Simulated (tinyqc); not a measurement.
Inside a calculation: inter-valley coupling by envelope functions against a chain of atomic planes. Values are carried at full precision from step to step, so a last printed digit may differ when a step is redone from the rounded ones.

Chain: E(phi) = e0 + 2 v cos(phi) + 2 u cos(2 phi), cos(phi0) = -v/(4u), e0 = 2u + v^2/(4u); plane j = 0, 1, ... has the potential V_j = dE x_j + F (j - 30) a/4 (1 MV/m = 1e-4 V/angstrom). There are 30 barrier planes a side; with y = j - 29.5, x_j = xb (f(y) + f(Nw - y)), f(y) = 1/(1 + exp(y/L)), plus any Ge added in the well. The valley splitting is the spacing of the two lowest levels. Envelope theory: F_j solves a one-valley chain with hopping -b and diagonal 2b + V_j, b = 4u sin^2(phi0), sum F_j^2 = 1; the valleys couple by Dv = sum_j F_j^2 V_j exp(-2 i phi0 j) and split by 2|Dv|.

Constants: hbar^2/2m0 = 3.80998211 eV angstrom^2.

Values chosen for the exercise (near those of the Delta valleys of silicon in a SiGe well; shifted at random, so the results belong to these values and not to a real crystal): a = 5.431 angstrom (lattice constant; planes lie a/4 apart); u = 0.6 eV (second-neighbour hopping); v = 0.499 eV (nearest hopping); Nw = 65 (planes in the well); L = 0.75 planes (interface width); xb = 0.26 (Ge fraction of the barriers); dE = 0.6 eV (offset per unit Ge fraction); F = 5 MV/m (field); js = 79 (plane j of a Ge spike (the well starts at j = 30)); xs = 0.2 (Ge fraction added on that plane).

## Valley phase, mass and the wavelengths that couple the valleys

phi0; b = 4u sin^2(phi0); mass m/m0 = c/(b (a/4)^2), c = hbar^2/2m0. A potential couples the valleys if its phase advances by 2 phi0 a plane, or, since only whole planes count, by 2 pi - 2 phi0: periods pi/phi0 and pi/(pi - phi0) planes.

phi0 = 1.78024 rad
b = 2.29625 eV
mass = 0.9000 m0

periods (planes): pi/phi0 1.7647, pi/(pi - phi0) 2.3077

longer period = 3.1333 angstrom

## The smooth well

Lowest doublet of the chain and the envelope result.

level (meV): chain 21.057, envelope 21.084

splitting (micro-eV): chain 10.0, envelope 9.85

planes covered, 1/sum F^4 = 36.02
largest F_j^2 = 0.03887

The levels agree within 0.03 meV. A graded interface has little Fourier weight at 2 phi0, so the splitting is a small remainder of cancelling terms; the envelope value is 0.98 times that of the chain.

## One plane of added Ge, to first order

F_j^2 of the smooth well on that plane = 0.00143

F_j is the envelope on plane j (sum F_j^2 = 1) and Dv the coupling of the two valleys, which split by 2|Dv|. A single plane has Fourier weight at all wavelengths: it adds dE xs F_j^2 to |Dv|, so the splitting is about 2 dE xs F_j^2 if this term rules, and the mean of the doublet rises by dE xs F_j^2.

splitting = 343 micro-eV
rise of the mean level = 0.171 meV

The chain with the spike gives 197 micro-eV and a rise of 0.104 meV; the envelope solved with the spike gives 185. First order is +74 % off: the state draws back from the spike, which the envelope solved anew includes.

## Checks

- Splitting with a weak spike (0.02) on plane j = 51 from the envelope against the chain (micro-eV): 796 against 798.

Program tinyqc; command `OMP_NUM_THREADS=1 python tinyqc.py 1451026 1451027 out.jsonl`; about 0.05 s on one thread of a shared Intel(R) Xeon(R) Processor @ 2.30GHz.
